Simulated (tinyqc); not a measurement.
# Long-channel MOSFET, surface-potential model: effect of the acceptor density of the body

n-channel transistor on a uniformly doped p-type body, gradual-channel approximation, constant mobility, Boltzmann statistics, full ionisation. Potentials are counted from the neutral body; V is the electron quasi-Fermi potential, Vsb at the source and Vsb + Vds at the drain. Charges are magnitudes per area.

ni = sqrt(Nc Nv) exp(-Eg/(2 Vt)), Eg in volts; phiF = Vt ln(Na/ni); Cox = eps0 eox/tox; gamma = sqrt(2 q eps0 eps_r Na)/Cox. The surface potential psi at channel potential V solves Vgs + Vsb - Vfb - psi = gamma sqrt(G), G = psi - Vt + Vt exp((psi - 2 phiF - V)/Vt). Charge sheet: Qi = Cox gamma [sqrt(G) - sqrt(psi - Vt)]; I = mu (W/L) [integral of Qi dpsi from psi_0 to psi_L (drift) + Vt (Qi0 - QiL) (diffusion)], with psi_0 at V = Vsb and psi_L at V = Vsb + Vds. VT = Vfb + 2 phiF + gamma sqrt(2 phiF + Vsb), m = 1 + gamma/(2 sqrt(2 phiF + Vsb)). The swing is 20 mV/log10[I(VT - 0.14 V)/I(VT - 0.16 V)] of the charge-sheet current at the given Vds.

Parameters, values chosen for the exercise; material values those of a made-up semiconductor:
```
symbol,value,unit,meaning
T,300,K,temperature
Eg,1.13,eV,band gap
eps_r,11.6,,relative permittivity of the semiconductor
Nc,2.24e19,cm^-3,conduction-band density of states at T
Nv,2.43e19,cm^-3,valence-band density of states at T
eox,7.85,,relative permittivity of the gate insulator
tox,24,nm,insulator thickness
Vfb,-0.77,V,flat-band voltage
mu,260,cm^2/(V s),channel mobility
W,2,um,gate width
L,0.5,um,gate length
Vsb,0,V,source-body reverse bias
Vgs,2.75,V,gate-source voltage
Vds,0.5,V,drain-source voltage
```

Constants: q = 1.602176634e-19 C, kB = 1.380649e-23 J/K, Vt = kB T/q, eps0 = 8.8541878128e-14 F/cm where lengths are in cm. Results are converted to the units shown.

Result of one run:
```
Na (cm^-3),gamma (V^0.5),VT (V),m,swing (mV/decade),"I at Vgs, Vds (uA)"
1.4e17,0.7412,0.7850,1.398,86.96,214.7
```

What becomes of these results when the acceptor density of the body Na is changed from 1.4e17 to 2.7e17 cm^-3, all else the same?

Result of the changed run:
```
Na (cm^-3),gamma (V^0.5),VT (V),m,swing (mV/decade),"I at Vgs, Vds (uA)"
2.7e17,1.029,1.106,1.543,96.26,164.3
```

The whole series:
```
Na (cm^-3),gamma (V^0.5),VT (V),m,swing (mV/decade),"I at Vgs, Vds (uA)"
4.2e16,0.4060,0.3971,1.226,75.96,274.8
7.8e16,0.5532,0.5709,1.303,80.83,248.1
1.4e17,0.7412,0.7850,1.398,86.96,214.7
2.7e17,1.029,1.106,1.543,96.26,164.3
4.9e17,1.387,1.498,1.719,107.8,103.3
9.1e17,1.890,2.046,1.963,124.1,29.59
1.7e18,2.583,2.800,2.295,147.2,0.1696
```

As Na goes from 4.2e16 to 1.7e18 cm^-3, VT rises from 0.397 to 2.80 V, the swing rises from 76.0 to 147 mV a decade and the current falls from 275 to 0.170 uA. The swing is 4.0 % above m Vt ln 10 in the first row and 7.8 % above it in the last. The gate voltage is below VT in 1 of the 7 rows. For Na = 4.2e16 to 9.1e17 cm^-3 the surface electron density at the source passes 0.3 Nc, where degeneracy and quantisation, left out here, matter.

Program tinyqc, `OMP_NUM_THREADS=1 python tinyqc.py 2360172 2360173 out.jsonl`; Intel Xeon 2.30GHz, shared host, one thread, about 0.06 s.
